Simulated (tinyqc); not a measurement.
# Resistance of a tapered via with liner, size effect and interface: two fill metals against the diameter

A round via whose diameter grows from db at the bottom as D(z) = db + 2 z/tan(ang). The fill, of diameter D - 2 tl, starts above the bottom liner (thickness fb tl) and has rho = rho0 (1 + ks lam/(D - 2 tl)); the sidewall liner conducts in parallel with it. The bottom liner and the interface are crossed over the full area pi db^2/4. Spreading in the lines above and below is left out.

Slices between z0 = fb tl and hv, evaluated at their midpoints: conductance per length pi/4 [(D - 2 tl)^2/rho + (D^2 - (D - 2 tl)^2)/rl], slice resistance = slice height over that. 2000 slices. R_fill = sum of the slices; R_bottom = rl fb tl/(pi db^2/4); R_interface = ri/(pi db^2/4). The second fill has rho2, lam2 and tl2 in place of rho0, lam and tl.

Values chosen for this exercise; fill metal close to copper:
- hv = 50 nm (height)
- ang = 85 degrees (sidewall angle)
- rho0 = 1.68 uohm cm (bulk resistivity of the fill)
- lam = 40.5 nm (mean free path of the fill)
- ks = 1 (size-effect factor)
- tl = 1.8 nm (liner on the sidewall)
- fb = 1 (liner at the bottom over that on the sidewall)
- rl = 280 uohm cm (resistivity of the liner)
- ri = 1.6e-12 ohm cm^2 (interface resistivity at the bottom)
- Sb = 1.1e15 S/m^2 (ballistic conductance per area, about 3/(4 rho0 lam))
- rho2 = 8.01 uohm cm (bulk resistivity of the second fill (close to ruthenium))
- lam2 = 6.45 nm (its mean free path)
- tl2 = 0.4 nm (its liner)

Result of one run:

| db (nm) | R, first fill (ohm) | R, second fill (ohm) | ratio second/first |
|---|---|---|---|
| 6 | 477.0 | 170.5 | 0.3575 |

What becomes of these results when the diameter at the bottom db is changed from 6 to 12 nm, all else the same?

Result of the changed run:

| db (nm) | R, first fill (ohm) | R, second fill (ohm) | ratio second/first |
|---|---|---|---|
| 12 | 76.41 | 43.74 | 0.5724 |

The whole series:

| db (nm) | R, first fill (ohm) | R, second fill (ohm) | ratio second/first |
|---|---|---|---|
| 6 | 477.0 | 170.5 | 0.3575 |
| 8.5 | 179.2 | 85.85 | 0.4791 |
| 12 | 76.41 | 43.74 | 0.5724 |
| 17 | 34.30 | 22.13 | 0.6451 |
| 24 | 16.03 | 11.25 | 0.7014 |
| 35 | 7.135 | 5.343 | 0.7488 |
| 49 | 3.513 | 2.744 | 0.7811 |
| 70 | 1.674 | 1.351 | 0.8070 |
| 100 | 0.8041 | 0.6642 | 0.8260 |

The ratio goes from 0.358 to 0.826. The second fill gives the lower R in every row.

Numbers from tinyqc (`OMP_NUM_THREADS=1 python tinyqc.py 2750186 2750187 out.jsonl`; about 0.01 s on one thread of a shared Intel Xeon 2.30GHz).
